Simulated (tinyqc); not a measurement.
Bound state above the band: recursion (Haydock) method for the local density of states: impurity site of a square lattice.

One orbital a site at energy 0, hopping -t to the 4 nearest neighbours of a square lattice; the start u0 is a site in the bulk, with energy V. Recursion: a_n = <u_n|H|u_n>, b_(n+1) u_(n+1) = (H - a_n) u_n - b_n u_(n-1), b > 0. G(z) = 1/(z - a0 - b1^2/(z - a1 - b2^2/(...))), z = E + i eta. After n levels the tail is b_n^2 T with the square-root terminator T = (z - sqrt(z - 2b) sqrt(z + 2b))/(2 b^2), b = 2t so that the band edges lie at -/+ 4t.

Inputs chosen for the exercise: t = 1.29 eV (hopping).

A level solves G0(E) = 1/V for E above the band, G0 being the fraction for V = 0 with m levels and terminator; a dash: none.

Level (eV):

| V/t | V (eV) | 3 levels | 7 levels |
|---|---|---|---|
| 0.5 | 0.645 | - | - |
| 1.0 | 1.290 | - | - |
| 2.0 | 2.580 | 5.2146 | 5.2323 |
| 3.0 | 3.870 | 5.6858 | 5.6915 |
| 3.5 | 4.515 | 6.0651 | 6.0678 |
| 4.0 | 5.160 | 6.5079 | 6.5092 |
| 4.5 | 5.805 | 6.9959 | 6.9965 |
| 6.0 | 7.740 | 8.6210 | 8.6211 |
| 8.0 | 10.320 | 10.9744 | 10.9744 |

threshold V/t with 7 levels = 1.272

In two dimensions G0 diverges logarithmically and any V binds, but a fraction with a square-root tail has a finite edge value and sets a false threshold, V/t = 1.27 with 7 levels; well above it the levels are sound. At V = 8t three and seven levels give 10.9744 and 10.9744 eV.

Program tinyqc; command `OMP_NUM_THREADS=1 python tinyqc.py 1450849 1450850 out.jsonl`; about 0.01 s on one thread of a shared Intel(R) Xeon(R) Processor @ 2.30GHz.
